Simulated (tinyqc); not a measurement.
# Trap density from the capacitance step

Inverse problem. A junction with shallow donors Nd and a deep trap has C_HF = eps0 eps_r/W and C_LF = eps0 eps_r (Nd + Nt)/(Nd W + Nt xt), xt = W - lam. Find W, xt and Nt.

Parameters, values chosen for the exercise:
- eps_r = 11.9 (relative permittivity)
- Nd = 4.3e16 cm^-3 (shallow donor density)

Constants: eps0 = 8.8541878128e-14 F/cm where lengths are in cm. Results are converted to the units shown.

C_HF = 84.024687 nF/cm^2
C_LF = 102.87856 nF/cm^2
lam = 58.272651 nm

Solution. C_HF gives W. With y = C_LF/C_HF, Nt/Nd = (y - 1)/(1 - y xt/W).

W = 125 nm
xt = 67.1 nm
Nt = 2.80e16 cm^-3

Computed by the program tinyqc: `OMP_NUM_THREADS=1 python tinyqc.py 2050059 2050060 out.jsonl`, one thread of a shared Intel Xeon 2.30GHz, about 0.01 s for the whole run.
